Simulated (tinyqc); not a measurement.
Photoconductance decay in a wafer: bulk and surface recombination modes, and iron detection by pair splitting: one step, computed by the program tinyqc.

Both faces of the wafer have the same S; injection is low and all coefficients are constant. x runs from -W/2 to W/2.

Task: Decay rates of the even modes. Even modes cos(a x) obey b tan b = S W/(2 D) with b = a W/2, odd modes sin(a x) obey -b cot b = S W/(2 D); each decays at the rate 1/tau_b + D a^2.

Inputs (values chosen for the exercise, modelled on p-type silicon): thickness W = 150 micrometre; diffusivity D = 25.5 cm^2/s; bulk lifetime tau_b without iron = 2300 microsecond; surface recombination velocity S = 1700 cm/s.

Give: the table «The first four even modes: b, surface rate and decay time» with the columns b_n, surface rate D a^2 (1/s), decay time (microsecond), for n = 0, 1, 2, 3.

Result:

The first four even modes: b, surface rate and decay time:
```
n     b_n  surface rate D a^2 (1/s)  decay time (microsecond)
0  0.6533                1.9347e+05                    5.1573
1  3.2923                4.9138e+06                    0.2035
2  6.3616                1.8346e+07                    0.0545
3  9.4775                4.0720e+07                    0.0246
```
